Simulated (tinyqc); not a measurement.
# Capacitance measurement on a leaky thin oxide: effects of series resistance and leakage: effects of single changes

The device is a capacitance C in parallel with a leakage conductance G, in series with Rs and Ls. An impedance meter reports either a parallel pair (Cp, Gp) from Y = 1/Z = Gp + i w Cp or a series pair (Cs, Rm) from Z = Rm + 1/(i w Cs); w = 2 pi f, dissipation D = Gp/(w |Cp|).

Parameters, values chosen for the exercise; values of the order met in thin-oxide MOS capacitors:
- eox = 3.9 (relative permittivity of the gate insulator (close to silicon dioxide))
- tox = 1 nm (insulator thickness)
- A = 2500 um^2 (gate area)
- zc = 0.38 nm (oxide-equivalent thickness added by the accumulation layer)
- zp = 0 nm (oxide-equivalent thickness added by gate depletion)
- Jg = 0.00026 A/cm^2 (gate leakage current density, not matched to the thickness)
- Vs = 0.35 V (voltage for an e-fold rise of the leakage)
- Rs = 20 ohm (series resistance)
- Ls = 0 nH (series inductance)
- f = 2e5 Hz (measuring frequency)

Constants: eps0 = 8.8541878128e-14 F/cm where lengths are in cm. Results are converted to the units shown.

Each table varies one quantity; the others keep the values above.

## Readings against frequency

EOT = 3.9 tox/eox; CET = EOT + zc + zp; C = 3.9 eps0 A/CET; G = Jg A/Vs. Z = Rs + i w Ls + 1/(G + i w C); CET read from Cp = 3.9 eps0 A/Cp; errors under 0.001 % are printed as 0.

The same in every row: C (pF) = 62.557.

Results:
```
f (Hz)  Cp (pF)  Cs (pF)          D  error of Cp (%)  error of Cs (%)  CET read from Cp (nm)
1000     62.557   62.696   0.047257                0            0.223                 1.3800
3000     62.557   62.572   0.015773                0           0.0248                 1.3800
10000    62.557   62.558  0.0048035                0          2.23e-3                 1.3800
30000    62.557   62.557  0.0018108                0                0                 1.3800
1e5      62.557   62.557  0.0012586                0                0                 1.3800
3e5      62.556   62.557  0.0025158                0                0                 1.3800
3e6      62.522   62.557   0.023599          -0.0557                0                 1.3808
1e7      62.173   62.557   0.078616           -0.614                0                 1.3885
3e7      59.261   62.557    0.23584            -5.27                0                 1.4568
```

Estimate the missing row, f = 1e6 Hz.

Computed row:
```
f (Hz)  Cp (pF)  Cs (pF)          D  error of Cp (%)  error of Cs (%)  CET read from Cp (nm)
1e6      62.553   62.557  0.0079084         -6.25e-3                0                 1.3801
```

With this row back in the table: D goes from 0.0473 through a minimum of 0.00126 (at f = 1e5 Hz among the rows listed) to 0.236; without inductance its minimum lies at f = sqrt(G (1 + G Rs)/Rs)/(2 pi C) = 77500 Hz. The error of Cp goes from 0 to -5.27 % and that of Cs from 0.223 to 0 %; at low frequency Cp tends to C/(1 + G Rs)^2 and Cs grows as 1 + (G/(w C))^2. One of the two readings is within 2 % of C for f = 1000, 3000, 10000, 30000, 1e5, 3e5, 1e6, 3e6, 1e7, 3e7 Hz.

## Effect of the series resistance

Same model as above.

The same in every row: C (pF) = 62.557; Cs (pF) = 62.557.

Results:
```
Rs (ohm)  Cp (pF)          D  error of Cp (%)  error of Cs (%)  CET read from Cp (nm)
1          62.557  3.1486e-4                0                0                 1.3800
3          62.557  4.7208e-4                0                0                 1.3800
10         62.557  0.0010224                0                0                 1.3800
30         62.556  0.0025946                0                0                 1.3800
300        62.521   0.023820          -0.0567                0                 1.3808
1000       62.170   0.078847           -0.618                0                 1.3886
3000       59.255    0.23607            -5.28                0                 1.4569
```

Estimate the missing row, Rs = 100 ohm.

Computed row:
```
Rs (ohm)  Cp (pF)          D  error of Cp (%)  error of Cs (%)  CET read from Cp (nm)
100        62.553  0.0080974         -6.55e-3                0                 1.3801
```

With this row back in the table: As Rs goes from 1 to 3000, the error of Cp goes from 0 to -5.28 %, that of Cs from 0 to 0 %, and D rises from 3.15e-4 to 0.236. The CET read from Cp goes from 1.38 to 1.46 nm against the true 1.38 nm. Rs does not enter the imaginary part of Z, so Cs does not depend on it.

Computed by the program tinyqc: `OMP_NUM_THREADS=1 python tinyqc.py 2022147 2022148 out.jsonl`, one thread of a shared Intel Xeon 2.30GHz, about 0.01 s for the whole run.
